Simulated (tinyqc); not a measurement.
Inside a calculation. Method: MP2 on RHF in the 3-21g basis, for He, spin multiplicity 1. One step of it, computed by the program tinyqc.

Question. Second-order Moller-Plesset energy. E2 = sum_ijab (ia|jb) [2 (ia|jb) - (ib|ja)] / (e_i + e_j - e_a - e_b) over occupied i, j and virtual a, b; the opposite-spin part is (ia|jb)^2 / denominator, the rest is same-spin, and SCS-MP2 scales them by 6/5 and 1/3.

orbital energies (hartree): [-0.903572, 2.081703]

Two-electron integrals over orbitals (pq|rs), unique and non-zero (hartree):
```
(11|11) 1.028537   (21|11) 0.319236   (21|21) 0.261994   (22|11) 0.982016
(22|21) 0.343809   (22|22) 0.998335
```

Hartree-Fock energy = -2.83567987 hartree

Give: Terms; Pair energies; MP2 correlation energy; SCS-MP2 correlation energy; MP2 total energy.

Answer.

Terms:
```
i  j  a  b  (ia|jb)  (ib|ja)  denominator     term
1  1  2  2   0.2620   0.2620      -5.9705  -0.0115
```

Pair energies (hartree; pair i-j sums ij and ji):
```
pair  opposite spin  same spin
1-1         -0.0115     0.0000
```

MP2 correlation energy = -0.011497 hartree

SCS-MP2 correlation energy = -0.013796 hartree

MP2 total energy = -2.847176 hartree
